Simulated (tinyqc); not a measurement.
Charge-trap memory cell: one step of the calculation.

Channel, tunnel oxide, storage layer, blocking layer, gate. N electrons per area sit in a sheet at the centroid and shift the threshold by U = (q/eps0) N (tb/eb + xc tn/en). EOT = t1 + 3.9 (tn/en + tb/eb); tunnel field F = (Vg - U)/EOT; dN/dt = eta (J/q)(1 - N/Nm). Fowler-Nordheim: J = A F^2 exp(-B/F), A = q^2/(16 pi^2 hbar mo phi) (times 1e14 for A/cm^2 with F in V/nm, emitter mass m0), B = (4/3) sqrt(mo/C) phi^1.5, C = hbar^2/(2 m0).

Question. Constants of the stack. EOT, the shift for 1e12 electrons per cm^2, the shift with all traps full, and the starting field, current and rate.

Inputs (values chosen for the exercise); oxide values close to those of silicon dioxide, storage layer close to silicon nitride, blocking layer close to aluminium oxide: tunnel barrier phi = 3.15 eV; tunnelling mass mo = 0.49 m0; tunnel oxide (permittivity 3.9) t1 = 4.5 nm; storage layer tn = 8.4 nm; its relative permittivity en = 7.1; blocking layer tb = 9.8 nm; its relative permittivity eb = 9; charge centroid, share of tn counted from the blocking side xc = 0.36; capture efficiency of an empty layer eta = 0.39; trap density Nm = 2.5e13 cm^-2; gate voltage less flat band and surface potential Vg = 14.2 V.

Constants: q = 1.602176634e-19 C, hbar = 1.054571817e-34 J s, m0 = 9.1093837015e-31 kg, eps0 = 8.8541878128e-14 F/cm where lengths are in cm, hbar^2/(2 m0) = 0.0380998212 eV nm^2. Results are converted to the units shown.

Give: EOT; shift for 1e12 cm^-2; shift with all traps full; F(0); J(0); dN/dt at the start.

Answer.

EOT = 13.36 nm
shift for 1e12 cm^-2 = 0.2741 V
shift with all traps full = 6.853 V
F(0) = 1.063 V/nm
J(0) = 0.001345 A/cm^2
dN/dt at the start = 3.274e15 cm^-2 s^-1

Range of the model: The Fowler-Nordheim form needs F t1 above phi; trap-assisted paths and leakage through the blocking layer are left out.

Computed by the program tinyqc: `OMP_NUM_THREADS=1 python tinyqc.py 2130016 2130017 out.jsonl`, one thread of a shared Intel Xeon 2.30GHz, about 0.04 s for the whole run.
